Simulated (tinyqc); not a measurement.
Worked calculation: heat flow across a film from the phonon Boltzmann equation in the relaxation-time approximation. Computed by tinyqc, a small Python program that keeps every step. Command: `OMP_NUM_THREADS=1 python tinyqc.py 3031252 3031253 out.jsonl slabbte walk`. One thread of a shared host (Intel(R) Xeon(R) Processor @ 2.30GHz), about 0.01 s of CPU time with the checks. Intermediate numbers are printed to about 7 digits and carried at full precision; extremes and crossings named in words are read from the listed rows.

Two black walls, hot at x = 0 and cold at x = L, emit phonons isotropically. For one free path Lambda, with tau = x/Lambda, tau_L = L/Lambda and phi = (T - T_cold)/Delta T, energy balance gives phi(tau) = (1/2) [E2(tau) + int_0^tau_L phi(s) E1(|tau - s|) ds]; E_n are the exponential integrals. The flux over the ballistic flux C v Delta T/4 is psi = 1 - 2 int_0^tau_L phi(s) E2(s) ds, and kappa_eff/kappa = (3/4) tau_L psi. kappa = C v Lambda/3 is an input, so at fixed kappa a longer free path means a smaller C v.

Inputs (values chosen for the exercise, modelled on sapphire):

| quantity | value | unit |
|---|---|---|
| bulk conductivity kappa | 34 | W/(m K) |
| film thickness L | 12 | nm |
| wall temperature difference Delta T | 11 | K |
| free path Lambda_1 | 24 | nm |
| cells n in the small system | 5 | - |

Free-path groups: one.

## The small linear system for Lambda_1

Cut the film into n equal cells with constant phi, collocated at the centres c_i: the kernel integrates to A_ij = |E2(|c_i - e_j|) - E2(|c_i - e_(j+1)|)|/2 for cell edges e_j, and A_ii = 1 - E2(half a cell); solve (1 - A) phi = E2(c)/2; psi = 1 - 2 sum_j phi_j [E3(e_j) - E3(e_(j+1))].

optical thickness tau_L = 0.5

1 - A, lower triangle (symmetric):
```
            1           2           3           4          5
1   0.8278345
2  -0.0933979   0.8278345
3  -0.0616543  -0.0933979   0.8278345
4  -0.0455087  -0.0616543  -0.0933979   0.8278345
5  -0.0352418  -0.0455087  -0.0616543  -0.0933979  0.8278345
```

right-hand side E2(c)/2: 0.4139173  0.3205194  0.2588651  0.2133563  0.1781145

flux weights E3(e_j) - E3(e_(j+1)): 0.08370854  0.06434615  0.05190349  0.04275540  0.03568206

## Temperature profile and flux in the small system

In short, (1 - A) phi = b and psi = 1 - 2 sum_j w_j phi_j, with b the right-hand side and w_j the flux weights; the cells divide 0 to tau_L.

phi at the cell centres: 0.6403677  0.5677958  0.5000000  0.4322042  0.3596323

psi, small system = 0.7051941

## Fine solution for Lambda_1

Use 150 and 300 cells and extrapolate psi = (4 psi(300) - psi(150))/3. The jump at the hot wall is 1 - phi there (linear extrapolation from the first two of 300 cells). Two-flux (diffusion with slip) formula: psi = 1/(1 + 3 tau_L/4).

psi for Lambda_1 = 0.7041691

kappa_eff/kappa for Lambda_1 = 0.2640634

jump at the wall / Delta T for Lambda_1 = 0.3128809

psi, two-flux formula = 0.7272727

The small system misses psi by +0.15 % and the two-flux formula by +3.3 %. Jumps at the walls and the gradient inside share Delta T.

## Conductivity, flux and boundary resistance of the film

Each group is solved on its own with 150 and 300 cells, psi = (4 psi(300) - psi(150))/3, and weighted by its share of kappa. Flux J = kappa_eff Delta T/L; apparent boundary resistance per wall (L/kappa_eff - L/kappa)/2.

kappa_eff = 8.978156 W/(m K)

kappa_eff/kappa = 0.2640634

flux J = 8.229977 GW/m^2

apparent resistance per wall = 0.4918181 m^2 K/GW

## Exact and approximate size effects

Two-flux: kappa_eff/kappa = sum f_i/(1 + 4 Lambda_i/(3 L)). Matthiessen with the thickness: sum f_i/(1 + Lambda_i/L). Ballistic limit: sum f_i 3 L/(4 Lambda_i).

Kappa_eff/kappa:

| L (nm) | Boltzmann | two-flux | Matthiessen | ballistic limit |
|---|---|---|---|---|
| 0.72 | 0.02186922 | 0.02200489 | 0.02912621 | 0.0225 |
| 2.4 | 0.06867772 | 0.06976744 | 0.09090909 | 0.075 |
| 6 | 0.1537959 | 0.1578947 | 0.2 | 0.1875 |
| 14 | 0.2945048 | 0.3043478 | 0.3684211 | 0.4375 |
| 36 | 0.5144863 | 0.5294118 | 0.6 | 1.125 |
| 96 | 0.7379155 | 0.75 | 0.8 | 3 |
| 240 | 0.8756199 | 0.8823529 | 0.9090909 | 7.5 |
| 600 | 0.9464662 | 0.9493671 | 0.9615385 | 18.75 |

The two-flux formula lies above the Boltzmann result by at most about 3.3 % (at L = 14 nm); the Matthiessen form is high by up to 33 %, since it misses the factor 3/4 of the ballistic limit. The thinnest film reaches 97 % of that limit, and the thickest, 25 Lambda_1, only 95 % of the bulk value. Rows below about 10 nm are near the phonon wavelength, where a particle picture fails.

Checks made by the program: symmetry phi(tau) + phi(tau_L - tau) = 1 (relative difference below 1e-10); thick-film limit psi = 1/(3 tau_L/4 + 1.0657) at tau_L = 20 (relative difference 2e-04).
